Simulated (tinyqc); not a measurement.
# AlGaN/GaN HEMT with access regions, lumped model: effects of single changes

A polarisation-induced electron sheet under a Schottky gate, in series with two ungated access regions and contacts. Drift law v = mu E/(1 + mu E/vs) under the gate. Currents in mA/mm, resistances in ohm mm. No self-heating, no channel-length modulation; fits for polarisation, barrier and offset are chosen for the exercise.

Inputs (values chosen for the exercise); values close to those of AlGaN/GaN structures: aluminium share of the barrier x = 0.27; barrier thickness d = 18 nm; relative permittivity of barrier and channel eps_r = 9.4; channel mobility mu = 1100 cm^2/(V s); saturation velocity vs = 1.2e7 cm/s; gate length Lg = 1 um; source access length Ls = 2 um; drain access length Ld = 4 um; resistance of each contact Rc = 0.28 ohm mm; share of the drain-access electrons removed by traps ft = 0; gate voltage Vg = -1 V; critical field Ec = 2.9 MV/cm; depth over which the depleted charge spreads te = 0.29 um; insulator under the field plate tf = 50 nm; relative permittivity of that insulator ei = 7.5.

Constants: q = 1.602176634e-19 C, eps0 = 8.8541878128e-14 F/cm where lengths are in cm. Results are converted to the units shown.

Each table varies one quantity; the others keep the values above.

## Output curve without and with trapping

sigma = (5e13 x + 1.6e13 x^2) cm^-2, phiB = 0.84 + 1.3 x, dEc = 0.7 (1.71 x + x^2) in volts, Cb = eps0 eps_r/d, VT = phiB - dEc - q sigma/Cb, access density n0 = -Cb VT/q. Access resistance R(L, n) = L/(q mu n sqrt(1 - (I/(q n vs))^2)); Rs = Rc + R(Ls, n0), Rd = Rc + R(Ld, (1 - ft) n0). Vg' = Vg - I Rs, Vd' = Vd - I (Rs + Rd); with u = Vg' - VT, Vc = vs Lg/mu and w the smaller of Vd' and Vc [sqrt(1 + 2 u/Vc) - 1] (0 if negative), the channel gives (mu Cb/Lg)(u w - w^2/2)/(1 + w/Vc). I equals that channel current. The two columns take ft = 0 and ft = 0.3; collapse = 1 - (second)/(first).

Output curve without and with trapping:

| Vd (V) | I, ft = 0 (mA/mm) | I, ft = 0.3 (mA/mm) | collapse (%) |
|---|---|---|---|
| 0.25 | 62.97 | 52.59 | 16.48 |
| 0.5 | 124.4 | 104.2 | 16.19 |
| 1 | 241.2 | 203.9 | 15.46 |
| 2 | 439.9 | 382.5 | 13.05 |
| 3 | 562.1 | 518.6 | 7.75 |
| 4 | 579.0 | 579.0 | 0.00 |
| 6 | 579.0 | 579.0 | 0.00 |
| 8 | 579.0 | 579.0 | 0.00 |
| 12 | 579.0 | 579.0 | 0.00 |

What does the comparison show?

Without trapping the current rises from 63.0 to 579 mA/mm and first comes within 2 % of its last value at Vd = 4 V among the rows; with trapping that knee lies at 4 V. The collapse is 16 % in the first row, at most 16 % and 0 % in the last: once the gated channel saturates, the drain access only takes spare voltage. At Vd = 12 V the power passes 5 W/mm, where self-heating, left out here, lowers the current.

## Effect of the gate length

Same model as above.

Isat is I at Vd = 10 V, gm = dIsat/dVg, Ron the limit of Vd/I at small Vd.

The same in every row: VT (V) = -4.265; n0 (cm^-2) = 1.231e13.

Results:

| Lg (um) | Ron (ohm mm) | Isat (mA/mm) | gm (mS/mm) |
|---|---|---|---|
| 0.05 | 3.356 | 921.0 | 286.3 |
| 0.16 | 3.422 | 829.2 | 274.7 |
| 0.29 | 3.500 | 763.1 | 264.5 |
| 0.52 | 3.639 | 683.9 | 250.2 |
| 0.93 | 3.886 | 591.4 | 230.4 |
| 1.7 | 4.349 | 484.6 | 203.2 |
| 3 | 5.132 | 380.3 | 171.6 |

Estimate the missing row, Lg = 0.09 um.

Computed row:

| Lg (um) | Ron (ohm mm) | Isat (mA/mm) | gm (mS/mm) |
|---|---|---|---|
| 0.09 | 3.380 | 880.2 | 281.5 |

With this row back in the table: As Lg goes from 0.05 to 3 um, Ron rises from 3.36 to 5.13 ohm mm, Isat falls from 921 to 380 mA/mm and gm falls from 286 to 172 mS/mm. The ceiling Cb vs is 555 mS/mm. For Lg = 0.05 to 0.93 um the power passes 5 W/mm, where self-heating, left out here, lowers the current.

## Field plate: effect of the aluminium share of the barrier

Off state: a depleted stretch that holds the voltage V has the peak field sqrt(k V), k = 2 q n0/(eps0 eps_r te), so one edge holds V1 = Ec^2/k. The sheet under the plate pinches off at Vf = q n0 (1/Cb + tf/(eps0 ei)); beyond it the gate edge is screened. BV = V1 if Vf >= V1, else Vf + V1, and at most Ec Ld.

The same in every row: Ec Ld (V) = 1160.

Result of one run:

| x | Vf (V) | V1 (V) | BV (V) |
|---|---|---|---|
| 0.14 | 7.589 | 129.6 | 137.2 |

What becomes of these results when the aluminium share of the barrier x is changed from 0.14 to 0.26, all else the same?

Result of the changed run:

| x | Vf (V) | V1 (V) | BV (V) |
|---|---|---|---|
| 0.26 | 18.19 | 54.07 | 72.26 |

The whole series:

| x | Vf (V) | V1 (V) | BV (V) |
|---|---|---|---|
| 0.14 | 7.589 | 129.6 | 137.2 |
| 0.18 | 11.03 | 89.15 | 100.2 |
| 0.22 | 14.57 | 67.52 | 82.09 |
| 0.26 | 18.19 | 54.07 | 72.26 |
| 0.3 | 21.91 | 44.90 | 66.81 |
| 0.34 | 25.71 | 38.26 | 63.97 |
| 0.38 | 29.60 | 33.23 | 62.83 |

BV falls from 137 to 62.8 V. The plate helps (Vf < V1) in 7 of the 7 rows, and the access length caps BV in 0. More sheet charge lowers Ron but steepens the field, so V1 falls.

Numbers from tinyqc (`OMP_NUM_THREADS=1 python tinyqc.py 2570104 2570105 out.jsonl`; about 0.01 s on one thread of a shared Intel Xeon 2.30GHz).
